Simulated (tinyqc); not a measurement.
Kissinger analysis: growth of a silicide layer between metal and silicon: linear-parabolic kinetics, ramp anneals and Kissinger analysis. Computed by tinyqc, a small Python program. Command: `OMP_NUM_THREADS=1 python tinyqc.py 3031352 3031353 out.jsonl silicide walk`. One thread of a shared host (Intel(R) Xeon(R) Processor @ 2.30GHz), about 0.2 s of CPU time with the checks.

One compound layer of thickness x grows by diffusion through itself and reaction at an interface, dx/dt = 1/(2x/K + 1/v), until the metal is used up at x = a h.

Inputs (values chosen for the exercise, modelled on TiSi2): metal thickness h = 79 nm; silicide formed per metal thickness a = 2.51; prefactor of the parabolic constant K = 6.5e+10 nm^2/s; activation energy E of K = 1.86 eV; prefactor of the interface velocity v = 1.7e+11 nm/s; activation energy E_v = 2.05 eV.

Constants: k_B = 8.617333262e-05 eV/K.

Method:
- The silicide ends at the thickness a h.
- K = K0 exp(-E/(k_B T)), v = v0 exp(-E_v/(k_B T)).
- Temperatures in kelvin are T(C) + 273.15.
- Ramp from x = 0 at 100 C at the rate beta: dx/dT = (1/beta)/(2x/K + 1/v), integrated adaptively (tolerance 1e-9) until x = a h at T_f.
- Plot ln(beta/T_f^2) against 1/(k_B T_f), T_f in kelvin; minus the least-squares slope estimates the activation energy.

final thickness = 198.29 nm

Ramps:
```
beta (C/s)  T_f (C)  1/(k_B T_f) (1/eV)  ln(beta/T_f^2)
0.03          728.1              11.590         -17.325
0.1           782.0              10.998         -16.226
0.3           836.3              10.460         -15.227
1             902.3               9.873         -14.139
3             969.3               9.340         -13.151
10           1051.7               8.759         -12.076
30           1136.5               8.232         -11.101
```

Kissinger energy = 1.8536 eV

What does the comparison show, and why?

A thousandfold faster ramp raises the completion temperature by only 408 C. The fit gives 1.854 eV, against E = 1.86 eV for diffusion and E_v = 2.05 eV for the interface: diffusion controls. Caution: nucleation and competing phases are left out; disilicides such as CoSi2 and the low-resistance form of TiSi2 start by nucleation and follow this law at best in part.

Extremes, crossings and ranges named in words are read from the listed rows.
